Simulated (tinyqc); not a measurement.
What moves the results: ellipsoidal valleys in the axes of a wafer and a channel. A value that a table varies takes the place of the one given here.

Valleys with axes a along x, y and z, two valleys each; inverse mass tensor w = 1/mt + (1/ml - 1/mt) a a. Device axes: z = nz/|nz|, x = nx/|nx|, y = z cross x; in them a = (ax, ay, az). Confinement mass mz = 1/w_zz. In the plane w_ij is replaced by u_ij = w_ij - w_iz w_jz/w_zz (i, j = x, y); density-of-states mass md = 1/sqrt(det u); conductivity mass along x mc = 1/u_xx; ballistic transport mass mx = u_yy/det u, width mass my = 1/u_yy.

Hard walls: E_n = c (n pi/t)^2/mz, c = hbar^2/2m0, n = 1, 2, 3. Non-degenerate share of a valley proportional to md sum_n exp(-E_n/kT); mean 1/mc = sum of share/mc. 1 nm = 10 angstrom.

Constants: hbar^2/2m0 = 3.80998211 eV angstrom^2; kB = 8.617333262e-05 eV/K.

Values chosen for the exercise (near those of the Delta valleys of Si; not measured data): ml = 0.895 m0 (longitudinal mass); mt = 0.19 m0 (transverse mass); t = 8.8 nm (thickness of the film); T = 300 K (temperature); nz = (0, 0, 1) (surface normal (confinement)); nx = (1, 1, 0) (channel direction).

## Wafer and channel orientation

For each face/channel: the lowest ladder (mz, number of valleys, md, E1, share) and the mean conductivity mass over all valleys.

Results:
```
face/channel     mz  valleys     md  E1 (meV)  share  mean mc
(112)/[11-1]  0.400        2  0.284      12.1  0.391   0.3168
(001)/[100]   0.895        2  0.190       5.4  0.451   0.2425
(100)/[011]   0.895        2  0.190       5.4  0.451   0.2425
(210)/[001]   0.514        2  0.251       9.5  0.415   0.2432
(110)/[1-11]  0.313        4  0.321      15.5  0.720   0.3091
(111)/[11-2]  0.258        6  0.354      18.8  1.000   0.2951
(111)/[1-10]  0.258        6  0.354      18.8  1.000   0.2951
```

How do the results move?

The mean conductivity mass is lowest, 0.2425, for (001)/[100] and (100)/[011] and highest, 0.3168, for (112)/[11-1]; the bulk value is 0.2577. The confinement energy is lowest on the face with the heaviest mz ((001), 5 meV). The density of states of the lowest ladder, valleys times md, runs between 0.380 and 2.125; a small value limits the charge through the quantum capacitance.

## Thickness of the film

Share of the lowest ladder and mean conductivity mass.

Results:
```
t (nm)  lowest E1 (meV)  spread of E1 (meV)  share of the lowest ladder  mean mc
2.0               105.0               389.7                       1.000   0.1900
3.0                46.7               173.2                       0.995   0.1904
4.0                26.3                97.4                       0.913   0.1968
5.0                16.8                62.4                       0.747   0.2110
7.0                 8.6                31.8                       0.530   0.2332
10.0                4.2                15.6                       0.419   0.2464
14.0                2.1                 8.0                       0.347   0.2558
```

What does this show?

The spread falls as 1/t^2 and passes kT = 25.9 meV between t = 7 and 10 nm; the share of the lowest ladder goes from 1.000 to 0.347 and the mean mass goes from 0.1900 to 0.2558, against 0.2577 for equal shares, the limit of a thick film (the bulk value 3/(1/ml + 2/mt) is 0.2577). Three subbands a valley become too few once E3 nears kT.

## What each parameter does

Lowest E1, its share and the mean conductivity mass. Each row changes one parameter from the base and keeps the others.

Results:
```
case           lowest E1 (meV)   share  mean mc (m0)
base                      5.43  0.4507        0.2425
ml = 0.805 m0             6.03  0.4480        0.2408
mt = 0.171 m0             5.43  0.4684        0.2178
t = 9.68 nm               4.48  0.4264        0.2455
T = 270 K                 5.43  0.4657        0.2406
```

What can be read from the table?

The largest shifts from the base row, up to three for each result and ties (the steps differ in size, so this ranks the rows, not the parameters). lowest E1 (meV): t -0.94, ml +0.61; unchanged at the printed digits by mt and T. share: t -0.0243, mt +0.0177, T +0.0150. mean mc (m0): mt -0.0246, t +0.0030, T -0.0018.

(tinyqc, `OMP_NUM_THREADS=1 python tinyqc.py 1880764 1880765 out.jsonl`, Intel(R) Xeon(R) Processor @ 2.30GHz, 1 thread, shared host, about 0.01 s.)
